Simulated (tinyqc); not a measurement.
# Trench capacitor in an array: capacitance, non-linearity, leakage and relaxation, step by step

Numbers from tinyqc (`OMP_NUM_THREADS=1 python tinyqc.py 2102064 2102065 out.jsonl`; about 0.01 s on one thread of a shared Intel Xeon 2.30GHz). Printed values are rounded.

A film between two metal electrodes, each interface adding a series capacitance ci. The small-signal permittivity is ek (1 + aq E^2); the field is found with the linear permittivity. Leakage J = J0 sinh(E/Ef). After a voltage step the film passes a relaxation current kr C V tt^(-nr), tt being the time in seconds. The sidewall is a coaxial capacitor with radii a = dm/2 - t and b = dm/2, depth AR dm; the end face is left out.

Values chosen for this exercise; permittivity of the order of that of titanium dioxide: relative permittivity of the film ek = 73.5; film thickness t = 28 nm; capacitance of each electrode interface (dead layer and screening) ci = 48 uF/cm^2; quadratic field coefficient of the permittivity aq = 0.024 cm^2/MV^2; bias V = 0.5 V; leakage prefactor J0 = 4.9e-10 A/cm^2; field for an e-fold rise of the leakage Ef = 0.28 MV/cm; diameter of the hole dm = 180 nm; aspect ratio, depth over diameter AR = 30; pitch of the square array pt = 260 nm; resistivity of the inner electrode rho = 430 uohm cm.

Constants: eps0 = 8.8541878128e-14 F/cm where lengths are in cm. Results are converted to the units shown.

## Planar capacitance, field and non-linearity

Planar film: Cf = eps0 ek/t, 1/C = 1/Cf + 2/ci, EOT = 3.9 eps0/C, effective permittivity C t/eps0, E = (V/t) C/Cf; quadratic coefficient [C(V)/C - 1]/V^2 with Cf (1 + aq E^2) in C(V).

Cf = 2.32422 uF/cm^2
C = 2.11901 uF/cm^2
EOT = 1.62959 nm
effective permittivity = 67.0105
E = 0.162805 MV/cm
quadratic coefficient = 2319.73 ppm/V^2
J = 3.01236e-10 A/cm^2

The interfaces take 8.83 % of the voltage.

## Cell capacitance, fields and time constant

Per length 1/c = ln(b/a)/(2 pi eps0 ek) + (1/a + 1/b)/(2 pi ci); cell capacitance c AR dm; per footprint over pt^2; fields c V/(2 pi eps0 ek r) at r = a and b; resistance of the inner electrode rho AR dm/(pi a^2); time constant R C/3 of the distributed line.

a = 62 nm
b = 90 nm
cell capacitance = 53.9066 fF
capacitance per footprint = 79.7435 uF/cm^2
field at a = 0.196884 MV/cm
field at b = 0.135631 MV/cm
R = 1.92278 kohm
R C/3 = 34.5501 ps

The array gives 37.6 times the planar capacitance per footprint; curvature makes the field at the inner electrode 1.21 times the planar value.
